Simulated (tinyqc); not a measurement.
Hole doping of the spin-split valence bands: two-band massive Dirac model of the K valleys.

Basis (conduction, valence): H = [[D/2, a t (tau kx - i ky)], [a t (tau kx + i ky), -D/2 + lam tau sz]], valley tau = +/-1, spin sz = +/-1. The gap of a spin and valley is G = D - lam tau sz. Berry curvature Omega = curl of i<u|grad u>; for the conduction band Omega_c = -tau 2 a^2 t^2 G/(G^2 + 4 a^2 t^2 k^2)^(3/2), and Omega_v = -Omega_c.

Inputs chosen for the exercise (near those used for monolayer MoS2; the results hold for these values, not for the real material): a = 3.202 angstrom (lattice constant); D = 1.66 eV (gap parameter); t = 1.1 eV (effective hopping); lam = 0.064 eV (half the valence spin splitting).

The Fermi level lies E below the top of the valence band. kF for the upper and lower band of valley +1 from the two-band energy; each flavour holds kF^2/(4 pi) holes per area and both valleys count. Spin polarisation within one valley; Berry flux removed from valley +1, the sum of (1 - cos(theta_F))/2 with cos(theta_F) = G/sqrt(G^2 + 4 a^2 t^2 kF^2), in units of 2 pi.

Holes:

| E (meV) | kF upper (1/angstrom) | kF lower | p (1e12/cm^2) | spin polarisation in a valley | flux/2 pi |
|---|---|---|---|---|---|
| 16.0 | 0.0456 | 0.0000 | 3.31 | 1.000 | 0.0098 |
| 32.0 | 0.0648 | 0.0000 | 6.68 | 1.000 | 0.0193 |
| 64.0 | 0.0925 | 0.0000 | 13.63 | 1.000 | 0.0371 |
| 96.0 | 0.1144 | 0.0000 | 20.84 | 1.000 | 0.0537 |
| 121.6 | 0.1298 | 0.0000 | 26.79 | 1.000 | 0.0661 |
| 140.8 | 0.1404 | 0.0423 | 34.22 | 0.833 | 0.0823 |
| 192.0 | 0.1663 | 0.0960 | 58.72 | 0.500 | 0.1315 |
| 256.0 | 0.1955 | 0.1382 | 91.24 | 0.333 | 0.1861 |

What does the comparison show?

Up to E = 2 lam = 128 meV, a density of 28.3e12/cm^2, only the upper band of this model is emptied and each valley is fully spin-polarised, oppositely in the two. Beyond it the polarisation falls, to 0.33 in the last row. The flux, times e^2/h, is in size the change of the Hall conductivity of one valley; the other valley cancels it in the charge current. Rows with kF above about 0.2 1/angstrom lie beyond the range of the model, and in real layers the valley at Gamma, close below in MoS2 and WS2, can take holes as well.

Program tinyqc; command `OMP_NUM_THREADS=1 python tinyqc.py 1450607 1450608 out.jsonl`; about 0.01 s on one thread of a shared Intel(R) Xeon(R) Processor @ 2.30GHz.
